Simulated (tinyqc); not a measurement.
Worked calculation: Fermi-Dirac statistics of conduction electrons. Values are carried at full precision from step to step, so a last printed digit may differ when a step is redone from the rounded ones.

Constants: hbar^2/2m0 = 3.80998211 eV angstrom^2; kB = 8.617333262e-05 eV/K; e^2/(4 pi eps0) = 14.39964547 eV angstrom.

Inputs chosen for the exercise (near those of Ge, lowest valleys alone; not measured data):
- m = 0.559 m0 (density-of-states mass of the conduction band)
- T = 400 K
- n = 1.5e+18 1/cm^3 (electron density)
- eps = 16.7 (static dielectric constant)
- alpha = 0.61 1/eV (non-parabolicity)

## Reduced density

N = 2 (m kB T/(4 pi c))^(3/2) with c = hbar^2/2m0, in 1/angstrom^3; times 1e24 for 1/cm^3; u = n/Nc.

kT = 0.034469 eV
Nc = 1.6147e+19 1/cm^3
u = n/Nc = 0.092895

## Reduced Fermi level by five rules

F_j(eta) = (1/Gamma(j + 1)) integral_0^infinity x^j dx/(1 + exp(x - eta)), which tends to exp(eta) for eta << 0.

With u = n/Nc: Boltzmann eta = ln u; Joyce-Dixon eta = ln u + u/sqrt(8) - 4.95009e-3 u^2 + 1.48386e-4 u^3 - 4.42563e-6 u^4; Nilsson eta = ln u/(1 - u^2) + v/(1 + (0.24 + 1.08 v)^-2) with v = (3 sqrt(pi) u/4)^(2/3); fully degenerate limit eta = v; exact: F_1/2(eta) = u.

Find eta = (EF - Ec)/kT by each rule.

eta: Boltzmann -2.376, Joyce-Dixon -2.343, Nilsson -2.346, degenerate 0.248, exact -2.343

Against the exact value the errors are Boltzmann -0.033, Joyce-Dixon 0.000, Nilsson -0.003, degenerate limit +2.591 (in kT).

## Exact eta by Newton steps

Solve ln F_1/2(eta) = ln u from the Boltzmann value; dF_1/2/d eta = F_-1/2, so the step is -ln(F_1/2/u) F_1/2/F_-1/2. Stop below 1e-9.

Newton steps:

| step | eta | F_1/2 | F_-1/2 | step taken |
|---|---|---|---|---|
| 1 | -2.376283 | 0.0899898 | 0.0872217 | 0.0328 |
| 2 | -2.343498 | 0.0928938 | 0.0899473 | 1.62e-05 |
| 3 | -2.343482 | 0.0928952 | 0.0899487 | 4.00e-12 |

Converged in 3 steps.

## Mean energy, Einstein relation and screening

eta = -2.34348

Mean kinetic energy <E> = (3/2) kT F_3/2/F_1/2; D/mu = (kT/e) F_1/2/F_-1/2; dn/dEF = (Nc/kT) F_-1/2; screening length L = (4 pi (e^2/(4 pi eps0)) (dn/dEF)/eps)^(-1/2), with dn/dEF in 1/(angstrom^3 eV) (1/cm^3 = 1e-24/angstrom^3).

F_-1/2, F_1/2, F_3/2: 0.08995  0.09290  0.09442

<E> = 52.55 meV
D/mu = 35.60 mV
dn/dEF = 4.214e+19 1/(cm^3 eV)
L = 46.80 angstrom

The gas is nearly non-degenerate. D/mu is 1.033 times kT/e and <E> is 1.016 times (3/2) kT; the Debye formula, with n/kT in place of dn/dEF, would give L = 46.05 angstrom.

## Fermi level in the non-parabolic band

Non-parabolic band E (1 + alpha E) = c k^2/m: n = Nc (2/sqrt(pi)) integral_0^infinity sqrt(x (1 + a x)) (1 + 2 a x) dx/(1 + exp(x - eta)) with a = alpha kT and eta = (EF - Ec)/kT; a = 0 gives n = Nc F_1/2(eta).

Solve for eta at the same n.

a = 0.02103
eta = -2.424
EF - Ec = -83.56 meV

The extra states lower EF by 2.79 meV against the parabolic band.

## Checks

- Non-parabolic integral at a = 0 against F_1/2(2): both 2.823721.
- F_1/2(40) against the Sommerfeld form (4/(3 sqrt(pi))) eta^(3/2) (1 + pi^2/(8 eta^2)): both 190.45.

tinyqc: `OMP_NUM_THREADS=1 python tinyqc.py 1652632 1652633 out.jsonl`; about 0.01 s, one thread, shared Intel(R) Xeon(R) Processor @ 2.30GHz.
